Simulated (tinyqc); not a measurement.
Worked calculation: Brillouin zone and empty-lattice bands of the diamond structure. Values are carried at full precision from step to step, so a last printed digit may differ when a step is redone from the rounded ones.

Primitive vectors a1 = a (0,1/2,1/2), a2 = a (1/2,0,1/2), a3 = a (1/2,1/2,0); atoms at 0 and (a1 + a2 + a3)/4. Reciprocal vectors obey a_i.b_j = 2 pi delta_ij; k is given in units of 2 pi/a. Empty-lattice levels are c0 (2 pi/a)^2 |k + G|^2, c0 = hbar^2/2m0. Points: X = (1, 0, 0), L = (0.5, 0.5, 0.5), K = (0.75, 0.75, 0), W = (1, 0.5, 0), U = (1, 0.25, 0.25).

Constants: hbar^2/2m0 = 3.80998211 eV angstrom^2; a0 (Bohr radius) = 0.5291772105 angstrom.

Values chosen for the exercise (out of a larger set: lattice near that of Ge; not measured data):
- a = 5.648 angstrom (lattice constant)
- Z = 4 (free electrons per atom)
- V1 = 0.57 eV (atomic form factor on the shell that bounds the zone)

## Reciprocal lattice

Give b1, b2, b3, the cell volume, the zone volume (2 pi)^3/V and the energy unit c0 (2 pi/a)^2.

b1, b2, b3 as rows (2 pi/a):
```
         1        2        3
1  -1.0000   1.0000   1.0000
2   1.0000  -1.0000   1.0000
3   1.0000   1.0000  -1.0000
```

cell volume = 45.043 angstrom^3
zone volume = 5.5070 1/angstrom^3
energy unit = 4.7151 eV

## Shells of G and Bragg planes

List the first six shells of G with their number, the structure factor |sum over atoms of exp(i G.tau)|/(atoms per cell), and the distance |G|/2 of the Bragg plane from Gamma.

Shells:
```
|G|^2 ((2 pi/a)^2)  number  structure factor  |G|/2 (2 pi/a)
3.0000                   8            0.7071          0.8660
4.0000                   6            0.0000          1.0000
8.0000                  12            1.0000          1.4142
11.0000                 24            0.7071          1.6583
12.0000                  8            0.0000          1.7321
16.0000                  6            1.0000          2.0000
```

The structure factor vanishes at |G|^2 = 4.000 and 12.000: no first-order gap opens on those planes.

## The free-electron sphere

n = 2 Z/V, kF = (3 pi^2 n)^(1/3), EF = c0 kF^2, rs = (3/(4 pi n))^(1/3)/a0; compare kF with |k| of the points on the zone surface.

n = 0.17761 1/angstrom^3
kF = 1.5632 2 pi/a
EF = 11.522 eV
rs = 2.086

Points:
```
point  |k| (2 pi/a)  kF/|k|  lowest level (eV)  levels below EF
X            1.0000   1.563              4.715                6
L            0.8660   1.805              3.536                2
K            1.0607   1.474              5.305                5
W            1.1180   1.398              5.894                4
U            1.0607   1.474              5.305                5
```

The sphere encloses the whole first zone, so band 1 is full and the Fermi surface lies in higher bands. In the real crystal large gaps on the faces of the Jones zone remove the Fermi surface.

## Empty-lattice levels at Gamma, L and W

Give the five lowest values of |k + G|^2 with their degeneracy (spin not counted).

Levels:
```
point  |k + G|^2  degeneracy  E (eV)
Gamma     0.0000           1   0.000
Gamma     3.0000           8  14.145
Gamma     4.0000           6  18.861
Gamma     8.0000          12  37.721
Gamma    11.0000          24  51.866
L         0.7500           2   3.536
L         2.7500           6  12.967
L         4.7500           6  22.397
L         6.7500           8  31.827
L         8.7500          12  41.257
W         1.2500           4   5.894
W         3.2500           4  15.324
W         5.2500           8  24.754
W         7.2500          12  34.185
W         9.2500           4  43.615
```

The lowest level is 2-fold at L and 4-fold at W: as many zones meet there, and these are the lowest sets at these points on which a weak potential acts. In the diamond structure the levels at X and W stay paired: the structure factor of (200) vanishes and the glide symmetry keeps the pairing.

## The gap at L

At L two waves k and k - G with G = 2k are degenerate at E0. With V = |V1| x structure factor of G the levels are E0 -/+ V, and the masses normal to the face are 1/(1 -/+ 2 E0/V).

structure factor = 0.7071
E0 = 3.536 eV

levels (eV): 3.133  3.939

masses normal to the face, lower and upper (m0): -0.0604  0.0539

EF of the free sphere, 11.52 eV, lies above the gap: the upper band holds electrons here (EF = c0 (3 pi^2 n)^(2/3) for 8 electrons a cell; its shift by the potential is neglected). In a diamond crystal this gap parts the first two valence bands; it is not the semiconductor gap.

## Checks

- a_i.b_j/(2 pi) against the unit matrix: they agree to 1e-10 or better.

(tinyqc, `OMP_NUM_THREADS=1 python tinyqc.py 1850135 1850136 out.jsonl`, Intel(R) Xeon(R) Processor @ 2.30GHz, 1 thread, shared host, about 0.02 s.)
